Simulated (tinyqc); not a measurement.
# Electron continuity equation in a given potential, Scharfetter-Gummel discretisation: error of the current against the mesh

Steady state in one dimension: J = q mu n E + q D dn/dx with E = -dpsi/dx and D = mu Vt, dJ/dx = 0, fixed densities nL and nR at the ends. The potential is given, psi = U x/L, and is not changed by the electrons.

Fluxes J_i = (q D/h)(n_(i+1) P_i - n_i Q_i), d_i = (psi_(i+1) - psi_i)/Vt: Scharfetter-Gummel P = B(d), Q = B(-d), B(d) = d/(exp(d) - 1); central P = 1 - d/2, Q = 1 + d/2; upwind P = 1 + max(-d, 0), Q = 1 + max(d, 0). Balance at each inner node: J_i - J_(i-1) = 0. The reference is Scharfetter-Gummel on 4000 intervals or more. Errors are those of J on the first interval against the reference at its midpoint; errors under 1e-6 % are printed as 0.

Parameters, values chosen for the exercise; mobility close to that of silicon at room temperature: temperature T = 300 K; electron mobility mu = 1340 cm^2/(V s); length of the region L = 6.3 um; density at x = 0 nL = 4e14 cm^-3; density at x = L nR = 2.7e15 cm^-3; potential difference psi(L) - psi(0) U = 0.095 V.

Constants: q = 1.602176634e-19 C, kB = 1.380649e-23 J/K, Vt = kB T/q. Results are converted to the units shown.

The same in every row: reference J (A/cm^2) = -11.01.

Error of the current against the mesh:
```
N    largest |d|  SG error (%)  central error (%)  upwind error (%)
5         0.7350             0               2.96             -28.3
10        0.3675             0              0.745             -13.3
20        0.1837             0              0.187             -6.40
40       0.09187             0             0.0466             -3.13
80       0.04593             0             0.0117             -1.54
160      0.02297             0            2.92e-3            -0.767
```

From N = 80 to 160 the error shrinks by 4.0 (central), 2.0 (upwind); 4 marks second order and 2 first order. Scharfetter-Gummel has no error at any N here, being exact for this potential without sources.

tinyqc, about 0.01 s, one thread, Intel Xeon 2.30GHz (shared host): `OMP_NUM_THREADS=1 python tinyqc.py 2220070 2220071 out.jsonl`
